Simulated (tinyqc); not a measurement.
Chemical-mechanical planarisation: Preston law, pattern density and step-height reduction: one step, computed by the program tinyqc.

A row of 10 cells, repeated periodically, holds raised features that cover a share rho of each cell.

Task: Effective density. The stiff pad averages the density: rho_eff(i) = sum_j w_ij rho_j / sum_j w_ij, w = exp(-2 d^2/L^2), L the planarisation length and d the distance between cell centres, summed over all periodic images of cell j.

Inputs (values chosen for the exercise, close to those used for oxide polishing): cell size = 2.3 mm; planarisation length = 3.4 mm.

local pattern densities, cell by cell: 0.25  0.3  0.1  0.4  0.3  0.5  0.6  0.3  0.9  0.1

Give: normalised weights (images included) for cells 0, 1, 2, ... apart; effective densities.

Result:

normalised weights (images included) for cells 0, 1, 2, ... apart: 0.53972  0.21612  0.01388  0.00014  0.00000  0.00000

effective densities: 0.23535  0.24467  0.21297  0.31356  0.36622  0.47423  0.51345  0.49450  0.58411  0.31094

Local densities span 0.1 to 0.9, effective ones 0.213 to 0.584.
